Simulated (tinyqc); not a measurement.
# Junction parameters from two forward currents

Question. D(v) = J1 (exp(v/Vt) - 1) + J2 (exp(v/(2 Vt)) - 1). Find J1, J2 and the voltage 2 Vt ln(J2/J1) near which both parts are equal.

Inputs (values chosen for the exercise):

| symbol | value | unit | meaning |
|---|---|---|---|
| T | 330 | K | temperature |

Constants: q = 1.602176634e-19 C, kB = 1.380649e-23 J/K, Vt = kB T/q. Results are converted to the units shown.

junction voltages (V): [0.27, 0.69]
currents (uA/um): [3.0884259e-6, 0.012947570]

Answer. The current is linear in J1 and J2, so two points give two equations.

J1 = 2.30e-13 uA/um
J2 = 2.70e-8 uA/um
crossover = 0.664 V

Numbers from tinyqc (`OMP_NUM_THREADS=1 python tinyqc.py 2182065 2182066 out.jsonl`; about 0.2 s on one thread of a shared Intel Xeon 2.30GHz).
